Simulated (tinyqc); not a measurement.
Pi bands of a honeycomb layer in tight binding, step by step. Values are carried at full precision from step to step, so a last printed digit may differ when a step is redone from the rounded ones.

Lattice vectors a (1,0) and a (1/2, sqrt3/2); f = exp(i ky a/sqrt3) + 2 cos(kx a/2) exp(-i ky a/(2 sqrt3)), w = |f|. H = [[D - t2 F, -t f], [., -D - t2 F]] with F = w^2 - 3, S = [[1, s0 f], [., 1]]; the levels solve det(H - E S) = 0. K = (4 pi/3a, 0), M = (pi/a, pi/(sqrt3 a)); w = 3, 1, 0 at Gamma, M, K.

Constants: hbar = 6.58211957e-16 eV s.

Values chosen for the exercise (of the size used for graphene; shifted at random, so the results belong to these values and not to a real crystal):
```
symbol  value         unit        meaning
a       2.46          angstrom    lattice constant
t       2.88          eV          nearest hopping
t2      0             eV          second-neighbour hopping
s0      0.128                     overlap of neighbours
D       0             eV          +D on A, -D on B
k       (0.48, 0.64)  1/angstrom  wave vector
```

## H and S at one k

Form f, w, F and the two matrices.

f = 2.10733+0.05950i
w = 2.10817
F = 1.44436

H (eV), rows A, B and columns alike:
```
[[0, -6.0691-0.1714i],
 [-6.0691+0.1714i, 0]]
```

S, rows A, B and columns alike:
```
[[1.00000, 0.26974+0.00762i],
 [0.26974-0.00762i, 1.00000]]
```

## The secular equation

det(H - E S) = 0 reads (e - E)^2 - D^2 - (t + s0 E)^2 w^2 = 0 with e = -t2 (w^2 - 3), that is c2 E^2 + 2 c1 E + c0 = 0 with c2 = 1 - s0^2 w^2, c1 = -(e + t s0 w^2), c0 = e^2 - D^2 - t^2 w^2.

c2, c1, c0: [0.9272, -1.6384, -36.8633]

levels (eV): [-4.7813, 8.3154]

## Levels at Gamma, M and K

Solve the quadratic (e - E)^2 - D^2 - (t + s0 E)^2 w^2 = 0 with e = -t2 (w^2 - 3), for w = 3, 1, 0.

Levels (eV):
```
point  w    lower    upper  difference
Gamma  3  -6.2428  14.0260     20.2687
M      1  -2.5532   3.3028      5.8559
K      0   0.0000   0.0000      0.0000
```

Measured from the middle of the levels at K (0.000 eV), the upper band reaches 14.026 eV and the lower -6.243 eV at Gamma: the upper band is the wider; overlap stretches the upper band and positive t2 the lower. The saddle points at M give the absorption peak at 5.856 eV in this one-electron picture.

## Near K

w = (sqrt3/2) a q to first order in the distance q from K. Effective hopping t* = t + 3 t2 s0, hbar v = (sqrt3/2) a t*, v in m/s = hbar v x 1e-10/hbar.

hbar v = 6.1356 eV angstrom
v = 9.322e+05 m/s

## Checks

- Roots of the quadratic against the generalised eigenproblem: they agree to 1e-10 or better.

Program tinyqc; command `OMP_NUM_THREADS=1 python tinyqc.py 1480521 1480522 out.jsonl`; about 0.01 s on one thread of a shared Intel(R) Xeon(R) Processor @ 2.30GHz.
